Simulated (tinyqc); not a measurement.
Alloy A(1-x)B(x) by interpolation with bowing, step by step. Values are carried at full precision from step to step, so a last printed digit may differ when a step is redone from the rounded ones.

Each gap follows E(x) = (1 - x) E_A + x E_B - C x (1 - x); the lattice constant follows Vegard, a(x) = (1 - x) a_A + x a_B.

Constants: hc = 1239.841984 eV nm; kB = 8.617333262e-05 eV/K.

Values chosen for the exercise (A near InAs, B near AlAs; shifted at random, so the results belong to these values and not to a real crystal):
- a = (6.059, 5.665) angstrom (lattice constant of A, B)
- x = 0.28 (fraction of B)
- Eg = (0.422, 3.132) eV (gap at Gamma to the s-like level of A, B)
- EgX = (1.442, 2.272) eV (gap to the lowest valley along Gamma-X of A, B)
- EgL = (1.134, 2.479) eV (gap to L of A, B)
- C = (0.8, 0, 0) eV (bowing of the Gamma, X and L gaps)
- Dso = (0.393, 0.284) eV (spin-orbit splitting of A, B)
- Ep = (21.4, 20.9) eV (Kane energy of A, B)
- me = (0.0259, 0.1492) m0 (electron mass at Gamma of A, B)
- Cs = 0.13 eV (bowing of Dso)
- md = (0.0612, 0.74, 0.48) m0 (density-of-states masses of Gamma, all X and all L valleys)
- T = 200 K (temperature)

## Gaps and lattice constant at x

Also give the wavelength hc/E of the lowest gap.

a(x) = 5.9487 angstrom

linear parts (eV): Gamma 1.1808, X 1.6744, L 1.5106

bowing terms C x (1 - x) (eV): Gamma 0.1613, X 0.0000, L 0.0000

gaps (eV): Gamma 1.0195, X 1.6744, L 1.5106

wavelength of the lowest gap = 1216.1 nm

The lowest valley is Gamma, so the gap is direct; the next, L, lies 491 meV higher.

## Where the valleys cross

The difference of two gaps is a quadratic q2 x^2 + q1 x + q0 with q2 = C_i - C_j, q1 = (E_B - E_A - C)_i - (E_B - E_A - C)_j, q0 = E_A,i - E_A,j; give its roots between 0 and 1 (a dash: none).

Crossings:
```
pair,q2,q1,q0,first root,second root
Gamma-X,0.800,1.080,-1.020,0.6405,-
Gamma-L,0.800,0.565,-0.712,0.6542,-
X-L,0.000,-0.515,0.308,0.5981,-
```

The lowest valley changes at x = 0.641 (Gamma to X, gap 1.974 eV). The other crossings lie above the lowest valley.

## Electron mass of the alloy

Mass at Gamma from the Kane formula 1/m = F + Ep (Eg + 2 Dso/3)/(Eg (Eg + Dso)). F is fixed by the masses of A and B and interpolated linearly, as is Ep; Eg and Dso carry their bowing.

Compare with the linear interpolation of the masses.

F of A, B: -3.9498  0.2143

Ep, Eg, Dso at x (eV): 21.2600  1.0195  0.3363

m(x) from the Kane formula = 0.0612 m0
m(x) linear = 0.0604 m0

The Kane value lies 1.3 % above the linear one.

## Shares of the electrons in the valleys

Non-degenerate: n_i proportional to md_i^(3/2) exp(-E_i/kT).

md^(3/2): Gamma 0.0151, X 0.6366, L 0.3326

(E - E_min)/kT: Gamma 0.00, X 38.00, L 28.49

shares: Gamma 1.000, X 0.000, L 0.000

Gamma holds most electrons (100.0 %).

## Checks

- The Gamma and X gaps at their crossing x = 0.6405 (eV): both 1.9736.
- The Gamma and L gaps at their crossing x = 0.6542 (eV): both 2.0139.
- The X and L gaps at their crossing x = 0.5981 (eV): both 1.9384.

Program tinyqc; command `OMP_NUM_THREADS=1 python tinyqc.py 1080535 1080536 out.jsonl`; about 0.01 s on one thread of a shared Intel(R) Xeon(R) Processor @ 2.30GHz.
